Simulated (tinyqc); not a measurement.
Electromigration in a confined line: Blech product, Korhonen stress evolution and Black's law. From one set of inputs to another, one input at a time. Computed by tinyqc, a small Python program. Command: `OMP_NUM_THREADS=1 python tinyqc.py 3013314 3013315 out.jsonl emigr ladder`. One thread of a shared host (Intel(R) Xeon(R) Processor @ 2.30GHz), about 0.01 s of CPU time with the checks.

The electron wind pushes atoms from the cathode (x = 0) to the anode (x = L); blocking ends build a back stress (tension positive). The input rho is taken not to change with temperature. d sigma/dt = d/dx [kappa (d sigma/dx + G)], with zero flux at both ends and sigma = 0 at t = 0.

The inputs printed are set A. Set A is close to those used for copper lines; the values taken over come from a set close to those used for cobalt lines. Inputs not listed in the table keep their values of set A, so the rows need not describe a real material.

Inputs (values chosen for the exercise, close to those used for copper lines):
```
quantity                              value          unit
resistivity rho                        2.27  micro-ohm cm
atomic volume Omega                    11.8    angstrom^3
effective charge number Z*              2.1             -
prefactor D0                        2.7e-08         m^2/s
activation energy E                   0.866            eV
effective modulus B                      26           GPa
critical stress sigma_c                 110           MPa
current density j                         4       MA/cm^2
line length L                            23            um
test temperature T                      260             C
time as a fraction of L^2/kappa, s    0.011             -
use temperature T_u                     105             C
use current density j_u                 1.6       MA/cm^2
current exponent n                        1             -
```

Start: stress-free.

Constants: e = 1.602176634e-19 C; k_B = 8.617333262e-05 eV/K; k_B = 1.380649e-23 J/K.

Method:
- G = Z* e rho j/Omega; D = D0 exp(-E/(k_B T)); kappa = D B Omega/(k_B T); drift velocity of an unconfined line v = D Z* e rho j/(k_B T). SI: 1 micro-ohm cm = 1e-8 ohm m, 1 MA/cm^2 = 1e10 A/m^2.
- Temperatures in kelvin are T(C) + 273.15.
- At steady state sigma(x) = G (L/2 - x). A void forms only if the cathode stress reaches sigma_c, that is if j L exceeds (j L)_c = 2 Omega (sigma_c)/(Z* e rho). Time scale tau = L^2/kappa.
- sigma(x, t) = G L [1/2 - x/L - 4 sum_(m odd) cos(m pi x/L) exp(-m^2 pi^2 s)/(m pi)^2], s = t/tau, summed to m = 399.
- The terms at x = 0 are 4 exp(-m^2 pi^2 s)/(m pi)^2; tau = L^2/kappa.
- Median life t50 = A j^(-n) exp(E/(k_B T)); acceleration factor = t50(use)/t50(test) = (j/j_u)^n exp[(E/k_B)(1/T_u - 1/T)].

Each row keeps all changes above it:
```
input moved                                                  from           to  cathode stress at time s (MPa)  drift velocity (nm/h)  acceleration factor
set A                                                           -            -                            70.5             2.6278e+01                 5667
resistivity rho (micro-ohm cm)                               2.27         11.7                           363.2             1.3544e+02                 5667
test temperature T (C)                                        260          220                           363.2             3.1742e+01                 1229
current density j (MA/cm^2)                                     4          4.8                           435.9             3.8091e+01                 1474
line length L (um)                                             23          100                          1895.1             3.8091e+01                 1474
prefactor D0 (m^2/s) and activation energy E (eV)  2.7e-08, 0.866  1e-06, 1.25                          1895.1             1.6794e-01                23014
effective modulus B (GPa)                                      26           46                          1895.1             1.6794e-01                23014
```

Which inputs carry the difference?

Cathode stress at time s goes from 70.5 to 1900, a factor 26.9 in all. The largest single move comes from resistivity rho (a factor 5.15). Drift velocity goes from 26.3 to 0.168, a factor 0.00639 in all. The largest single move comes from prefactor D0 with activation energy E (a factor 0.00441), and resistivity rho works against it (a factor 5.15). Acceleration factor goes from 5670 to 23000, a factor 4.06 in all. The largest single move comes from prefactor D0 with activation energy E (a factor 15.6), and test temperature T works against it (a factor 0.217). The single moves hold for this order of the switches; the total does not depend on the order.

Caution (rows resistivity rho, test temperature T, current density j, line length L, prefactor D0, effective modulus B): the stress exceeds sigma_c: a void would already have formed and relaxed it, so the value is formal.

Extremes, crossings and ranges named in words are read from the listed rows.
